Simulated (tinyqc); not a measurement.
Potential step from the flux.

Inverse problem. On one interval J = (q mu Vt/hx) [nb B(d) - na B(-d)], B(d) = d/(exp(d) - 1), d = (psi_b - psi_a)/Vt. Find psi_b - psi_a, and the step at which J would vanish.

Inputs (values chosen for the exercise):
- T = 300 K (temperature)
- mu = 3870 cm^2/(V s) (electron mobility)
- na = 1.7e14 cm^-3 (density at the left node)
- nb = 9.1e13 cm^-3 (density at the right node)
- hx = 40 nm (node spacing)

Constants: q = 1.602176634e-19 C, kB = 1.380649e-23 J/K, Vt = kB T/q. Results are converted to the units shown.

J = -1685.3810 A/cm^2

Solution. B(d) falls and B(-d) rises with d, so J falls steadily with the step and one value matches. J = 0 needs nb/na = exp(d), the Boltzmann ratio.

psi_b - psi_a = 0.06100 V
step for J = 0 = -0.01616 V

Computed by the program tinyqc: `OMP_NUM_THREADS=1 python tinyqc.py 2220042 2220043 out.jsonl`, one thread of a shared Intel Xeon 2.30GHz, about 0.01 s for the whole run.
